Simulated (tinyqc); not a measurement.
## Trap density from two Hall measurements

Problem. p-type body, charge-sheet picture, full ionisation (an idealisation for deep acceptors), Boltzmann statistics for free electrons. e = Ec - EF at the surface. psi = Eg - Vt ln(Nv/Na) - e; N_dep = sqrt(2 eps0 eps_r Na (psi - Vt)/q); n_f = sqrt(N_dep^2 + 2 eps0 eps_r Vt Nc exp(-e/Vt)/q) - N_dep; Vg = Vfb + psi + q (N_dep + n_t + n_f)/Cox, Cox = eps0 eox/tox. Find e and n_t at both points and the mean trap density between them.

Inputs (values chosen for the exercise); band and dielectric values close to those of 4H silicon carbide: temperature T = 300 K; band gap Eg = 3.27 eV; relative permittivity eps_r = 9.85; conduction-band density of states at T Nc = 1.69e19 cm^-3; valence-band density of states at T Nv = 2.47e19 cm^-3; relative permittivity of the insulator eox = 3.9; insulator thickness tox = 38 nm; acceptor density Na = 1.6e16 cm^-3; flat-band voltage without trapped charge Vfb = -2.29 V.

Constants: q = 1.602176634e-19 C, kB = 1.380649e-23 J/K, Vt = kB T/q, eps0 = 8.8541878128e-14 F/cm where lengths are in cm. Results are converted to the units shown.

Vg (V): [1.9285729, 2.3262082]
free sheet density from the Hall effect (cm^-2): [5.0089220e8, 3.1379683e10]

Answer. Each n_f fixes e; what the gate voltage holds beyond psi, N_dep and n_f is trapped; the difference quotient is the density, smeared over a few Vt.

e (eV): [0.228, 0.120]
n_t (cm^-2): [7.28e10, 1.93e11]
mean trap density = 1.11e12 cm^-2 eV^-1

Computed by the program tinyqc: `OMP_NUM_THREADS=1 python tinyqc.py 2222072 2222073 out.jsonl`, one thread of a shared Intel Xeon 2.30GHz, about 0.02 s for the whole run.
